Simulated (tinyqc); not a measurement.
## Threshold-voltage variability of a planar MOSFET, analytic estimates: a gate of 2 grains

Three independent sources add in quadrature: random dopants in the depleted layer, metal-gate grains of two orientations, and roughness of the two gate edges acting through the roll-off VT = VT(long) - Vr exp(-L/l). These are first-order estimates: no three-dimensional electrostatics, no percolation.

Each of 2 equal grains has the higher work function with probability p; the threshold shift is dW (j/2 - p) for j such grains, and the off current changes by exp(-shift/(n Vt)).

Values chosen for this exercise; material values close to those of silicon: temperature T = 325 K; work-function difference of the two grain orientations dW = 0.1 eV; share of the orientation of higher work function p = 0.4; subthreshold factor n = 1.18.

Constants: q = 1.602176634e-19 C, kB = 1.380649e-23 J/K, Vt = kB T/q. Results are converted to the units shown.

Distribution:
```
j  probability  shift (mV)  Ioff factor  probability x factor
0       0.3600      -40.00        3.355                 1.208
1       0.4800       10.00       0.7389                0.3547
2       0.1600       60.00       0.1627               0.02604
```

The standard deviation is dW sqrt(p (1 - p)/2) = 34.6 mV. The mean off current is 1.59 times the nominal one; the log-normal formula exp(s^2/(2 (n Vt)^2)) gives 1.73. Devices with j = 0, 36 % of all, carry 76 % of the mean leakage.

tinyqc, about 0.01 s, one thread, Intel Xeon 2.30GHz (shared host): `OMP_NUM_THREADS=1 python tinyqc.py 2090023 2090024 out.jsonl`
